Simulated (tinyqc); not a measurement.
Free and nearly free electrons in a metal: one step. The sphere against the zone faces. Five cases, with inputs chosen for the exercise.

Task: Take G = (hkl) 2 pi/a for (111), (200) and (220), with the number of equivalent faces. The Bragg plane of G lies at |G|/2 with |G| = (2 pi/a) sqrt(h^2 + k^2 + l^2). Where kF exceeds it, the sphere cuts the plane in a circle of radius sqrt(kF^2 - G^2/4).

Case 1.

Values chosen (out of a larger set: near those of Ca; not measured data): a = 5.548 angstrom (fcc lattice constant).

kF = 1.115237 1/angstrom

Case 2.

Values chosen (out of a larger set: near those of Ag, whose d bands this model ignores; not measured data): a = 4.121 angstrom (fcc lattice constant).

kF = 1.191675 1/angstrom

Case 3.

Values chosen (out of a larger set: near those of Ca; not measured data): a = 5.528 angstrom (fcc lattice constant).

kF = 1.119272 1/angstrom

Case 4.

Values chosen (out of a larger set: near those of Cu, whose d bands this model ignores; not measured data): a = 3.648 angstrom (fcc lattice constant).

kF = 1.346187 1/angstrom

Case 5.

Values chosen (out of a larger set: near those of Co, whose d bands this model ignores; not measured data): a = 3.561 angstrom (fcc lattice constant).

kF = 1.737528 1/angstrom

Give: Distance and circle for each G.

Result:

Case 1.

Distance and circle for each G:

| G | faces | \|G\|/2 (1/angstrom) | kF/(\|G\|/2) | circle radius |
|---|---|---|---|---|
| (111) | 8 | 0.9808 | 1.1371 | 0.5309 |
| (200) | 6 | 1.1325 | 0.9847 | - |
| (220) | 12 | 1.6016 | 0.6963 | - |

The sphere crosses the (111) faces, so electrons spill into higher zones.

Case 2.

Distance and circle for each G:

| G | faces | \|G\|/2 (1/angstrom) | kF/(\|G\|/2) | circle radius |
|---|---|---|---|---|
| (111) | 8 | 1.3204 | 0.9025 | - |
| (200) | 6 | 1.5247 | 0.7816 | - |
| (220) | 12 | 2.1562 | 0.5527 | - |

The sphere stays inside the first zone; it reaches 0.903 of the way to the nearest faces.

Case 3.

Distance and circle for each G:

| G | faces | \|G\|/2 (1/angstrom) | kF/(\|G\|/2) | circle radius |
|---|---|---|---|---|
| (111) | 8 | 0.9843 | 1.1371 | 0.5328 |
| (200) | 6 | 1.1366 | 0.9847 | - |
| (220) | 12 | 1.6074 | 0.6963 | - |

The sphere crosses the (111) faces, so electrons spill into higher zones.

Case 4.

Distance and circle for each G:

| G | faces | \|G\|/2 (1/angstrom) | kF/(\|G\|/2) | circle radius |
|---|---|---|---|---|
| (111) | 8 | 1.4916 | 0.9025 | - |
| (200) | 6 | 1.7224 | 0.7816 | - |
| (220) | 12 | 2.4358 | 0.5527 | - |

The sphere stays inside the first zone; it reaches 0.903 of the way to the nearest faces.

Case 5.

Distance and circle for each G:

| G | faces | \|G\|/2 (1/angstrom) | kF/(\|G\|/2) | circle radius |
|---|---|---|---|---|
| (111) | 8 | 1.5281 | 1.1371 | 0.8271 |
| (200) | 6 | 1.7644 | 0.9847 | - |
| (220) | 12 | 2.4953 | 0.6963 | - |

The sphere crosses the (111) faces, so electrons spill into higher zones.

Computed by tinyqc, one run a case: `OMP_NUM_THREADS=1 python tinyqc.py N N+1 out.jsonl` with N = 1681299, 1681758, 1681857, 1681986, 1681991; one thread of a shared Intel(R) Xeon(R) Processor @ 2.30GHz, about 0.01 s a run at most.
